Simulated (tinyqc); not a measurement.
Worked calculation: finite-size error of a charged defect in a periodic cell: Madelung and Makov-Payne terms. Computed by tinyqc, a small Python program that keeps every step. Command: `OMP_NUM_THREADS=1 python tinyqc.py 3021183 3021184 out.jsonl imagecharge walk`. One thread of a shared host (Intel(R) Xeon(R) Processor @ 2.30GHz), about 0.04 s of CPU time with the checks. Intermediate numbers are printed to about 5 digits and carried at full precision; extremes and crossings named in words are read from the listed rows.

L is the cube root of the cell volume. The defect charge is a Gaussian, rho(r) = q (2 pi sigma^2)^(-3/2) exp(-r^2/2 sigma^2), repeated periodically in a uniform neutralising background and screened by a continuum. The model cell energy is E(L) = E_0 + [periodic - isolated electrostatic energy].

Inputs (values chosen for the exercise, with screening close to that of GaP):
```
quantity                                     value      unit
charge q                                        -1         e
cell length L                                 18.6  angstrom
dielectric constant eps                       11.5         -
width sigma of the defect charge               1.5  angstrom
formation energy of the isolated defect E_0  3.889        eV
```

Supercell lattice: sc. Screening: isotropic.

scatter added to the six cells, standing for numerical noise (meV): -0.92  5.6  -13  -10  2.4  0.92

Constants: e^2/(4 pi eps_0) = 14.39964548 eV angstrom.

## The cell

Cell vectors: (1,0,0), (0,1,0), (0,0,1), scaled to volume L^3.

cell vectors (rows) (angstrom):
```
      1     2     3
1  18.6   0.0   0.0
2   0.0  18.6   0.0
3   0.0   0.0  18.6
```

nearest image = 18.6 angstrom

## Madelung energy

Ewald sum for a unit point charge: scale each Cartesian component of the cell by 1/sqrt(eps_i), giving R', G' and V'; E = [ (1/2) sum erfc(eta R')/R' + (2 pi/V') sum exp(-G'^2/4 eta^2)/G'^2 - eta/sqrt(pi) - pi/(2 V' eta^2) ] e^2/(4 pi eps_0) / sqrt(eps_x eps_y eps_z), over n_i = -6..6, omitting n = (0,0,0), eta = 2/V'^(1/3). alpha = -2 E eps_g L/(e^2/(4 pi eps_0)), eps_g = (eps_x eps_y eps_z)^(1/3).

terms for a unit charge (eV): real space 0.000963, reciprocal 0.005933, self -0.075962, background -0.026436

Madelung constant alpha = 2.8373

point-charge correction -q^2 E = 0.095503 eV

## Energy of the smeared charge in the cell

Periodic energy of the Gaussian: (2 pi q^2/V) sum_(G != 0) exp(-sigma^2 G^2)/(G.eps.G) x e^2/(4 pi eps_0), n_i = -k..k with k = max(9, L/sigma rounded up). Isolated energy: q^2/(2 sqrt(pi) sigma) <1/(n.eps.n)> e^2/(4 pi eps_0), the mean over directions n, here 1/eps.

periodic energy = 0.14273 eV

isolated energy = 0.23548 eV

finite-size error = -0.092752 eV

E(L) = 3.7962 eV

## Makov-Payne correction

Second radial moment Q = q <r^2> = 3 q sigma^2; E(corrected) = E(L) + q^2 alpha e^2/(4 pi eps_0)/(2 eps L) - 2 pi q Q e^2/(4 pi eps_0)/(3 eps L^3). Errors left are the corrected energies less E_0.

Q = -6.75 e angstrom^2

third-order term = -0.0027509 eV

error left after the first term = 0.0027509 eV

error left after both terms = 0 eV

third-order over first-order term, in size = 0.028805

The point-charge term alone overcorrects by 0.00275 eV, 3 % of itself; both terms together are exact to 1e-7 eV, since the clouds do not overlap.

## A series of cells

Cells of the same shape with L scaled by 0.7, 0.85, 1, 1.25, 1.5 and 2; the scatter is added to E(L). The point-charge correction scales as 1/L from its value at the input L.

Scaling data:
```
L (angstrom)  1/L (1/angstrom)  E(L) (eV)  E(L) + point-charge correction (eV)
13.02                 0.076805     3.7597                               3.8961
15.81                 0.063251     3.7867                               3.8991
18.60                 0.053763     3.7832                               3.8788
23.25                 0.043011     3.8040                               3.8804
27.90                 0.035842     3.8285                               3.8922
37.20                 0.026882     3.8425                               3.8903
```

## Ways to reach the isolated limit

Least-squares fits of E(L) to a + b/L, a + c/L^3 or a + b/L + c/L^3; the estimate is a, and errors are against E_0.

Estimates of E_0:
```
way                              estimate (eV)  error (meV)
largest cell, uncorrected               3.8425       -46.49
largest cell, point-charge term         3.8903         1.26
1/L fit, three smallest                 3.8470       -42.03
1/L fit, all six                        3.8815        -7.52
1/L^3 fit, all six                      3.8292       -59.84
1/L and 1/L^3, three smallest           3.5531      -335.94
1/L and 1/L^3, all six                  3.9062        17.19
corrected data, 1/L^3 fit               3.8855        -3.54
```

coefficient b of the full fit = -2.4304 eV angstrom

Best here: largest cell, point-charge term (+1.3 meV); worst: 1/L and 1/L^3, three smallest (-336 meV). The fitted b is 136.8 % of the Madelung value -q^2 alpha e^2/(8 pi eps_0 eps_g). The three-term fit to three small cells has no spare point and magnifies the scatter.

Checks made by the program: the same sum with another eta (relative difference below 1e-10); both terms against the exact model when the clouds do not overlap (relative difference below 1e-10).
